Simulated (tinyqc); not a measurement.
Worked calculation: Hubbard ring of 5 sites. One step of it, computed by the program tinyqc.

Question. Mean-field iteration 2. H(up) = T + U n(down), H(down) = T + U n(up); fill the lowest levels; n(new) = n + mixing (n(out) - n); E = tr T (rho up + rho down) + U sum n_up n_down of the output.

one-body matrix (hopping and site energies) (eV), lower triangle:
```
           1          2          3          4         5
1   0.510000
2  -1.640000  -0.140000
3   0.000000  -1.640000   0.530000
4   0.000000   0.000000  -1.640000  -0.800000
5  -1.640000   0.000000   0.000000  -1.640000  0.640000
```

U = 3.400000 eV

electrons, up and down: 3  2

mixing = 1

n(up) after iteration 1: 1 0.751318, 2 0.352940, 3 0.746892, 4 0.435742, 5 0.713108

n(down) after iteration 1: 1 0.112289, 2 0.814764, 3 0.130215, 4 0.855314, 5 0.087418

Give: levels, up; levels, down; energy; n(up) after iteration 2; n(down) after iteration 2.

Answer.

levels, up (eV): -1.8755  0.0406  0.8207  4.0567  4.4976

levels, down (eV): -1.3414  0.2735  1.9027  4.7916  5.3135

energy = -5.2043 eV

n(up) after iteration 2: 1 0.7149, 2 0.4081, 3 0.7117, 4 0.4752, 5 0.6901

n(down) after iteration 2: 1 0.1828, 2 0.7252, 3 0.1702, 4 0.7657, 5 0.1562
